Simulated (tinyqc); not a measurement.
On-chip power grid, static voltage drop by conjugate gradients: one step of the calculation.

A grid of 3 rows and 4 columns, node k = 4 row + column. Neighbours in a row are joined by Rx, in a column by Ry; pad nodes, which reach the supply through Rp: 0, 11. Each node draws I0, node 1 draws kh I0. The drops u = Vdd - V solve G u = i, with G the conductance matrix (1/Rp added on the diagonal at pad nodes).

Problem. Diagonal of G, loads and first direction. G_kk = sum of the conductances at node k. Start u = 0, so the residual is r = i; z = r/G_kk (Jacobi preconditioner), p = z.

Inputs (values chosen for the exercise): resistance of a horizontal segment Rx = 0.64 ohm; resistance of a vertical segment Ry = 1.9 ohm; resistance from a pad node to the supply Rp = 0.11 ohm; load current of an ordinary node I0 = 2.3 mA; factor on the load at the hot node kh = 3.

Give: G_kk; r at the start; p at the start.

Solution.

G_kk (S):
```
	col 0	col 1	col 2	col 3
row 0	11.180	3.6513	3.6513	2.0888
row 1	2.6151	4.1776	4.1776	2.6151
row 2	2.0888	3.6513	3.6513	11.180
```

r at the start (mA):
```
	col 0	col 1	col 2	col 3
row 0	2.3000	6.9000	2.3000	2.3000
row 1	2.3000	2.3000	2.3000	2.3000
row 2	2.3000	2.3000	2.3000	2.3000
```

p at the start (mV):
```
	col 0	col 1	col 2	col 3
row 0	0.20573	1.8897	0.62991	1.1011
row 1	0.87950	0.55055	0.55055	0.87950
row 2	1.1011	0.62991	0.62991	0.20573
```

tinyqc, about 0.06 s, one thread, Intel Xeon 2.30GHz (shared host): `OMP_NUM_THREADS=1 python tinyqc.py 2770174 2770175 out.jsonl`
